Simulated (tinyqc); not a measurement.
Stretching all distances: RHF, UHF, MP2, CISD and CCSD against full CI in the 3-21g basis, for H2, spin multiplicity 1. Computed by the program tinyqc with PySCF. 

Geometry (angstrom):
```
atom       x       y       z
H     0.0000  0.0000  0.0000
H     0.0000  0.0000  0.6590
```

All coordinates are multiplied by the scale. c0^2 is the weight of the RHF determinant in the lowest singlet FCI state (UHF is spin-contaminated and may lie near states of higher spin) and n(LUMO) the first natural occupation beyond the occupied space.

Full CI energy (hartree) and errors against it (kcal/mol):
```
scale  distance 1-2 (angstrom)    E(FCI)     RHF     UHF     MP2   CISD       CCSD  <S^2> UHF   c0^2  n(LUMO)
0.890                    0.587  -1.12210  13.785  13.785   3.815  0.000      0.000      0.000  0.990    0.014
1.150                    0.758  -1.14784  15.844  15.844   4.874  0.000  -1.26e-04      0.000  0.985    0.025
1.410                    0.929  -1.13338  18.570  18.570   6.467  0.000      0.000      0.000  0.976    0.044
1.670                    1.101  -1.10761  22.381  22.381   8.807  0.000      0.000      0.000  0.963    0.072
1.920                    1.265  -1.08205  27.283  26.035  11.860  0.000      0.000      0.213  0.943    0.112
2.180                    1.437  -1.05826  33.784  23.959  15.914  0.000      0.000      0.525  0.913    0.170
2.440                    1.608  -1.03862  41.728  18.992  20.827  0.000      0.000      0.714  0.875    0.246
2.700                    1.779  -1.02349  50.962  13.715  26.399  0.000      0.000      0.827  0.829    0.337
```

UHF parts from RHF first at scale 1.92 of those listed, where <S^2> leaves zero. The weight c0^2 goes from 0.99 to 0.83 and n(LUMO) from 0.01 to 0.34: static correlation grows as the bonds break into open-shell fragments. The spread of the error along the curve, which distorts its shape, is CISD 0.0, CCSD 0.0, UHF 12.3, MP2 22.6, RHF 37.2 kcal/mol. With two electrons CISD and CCSD are exact.
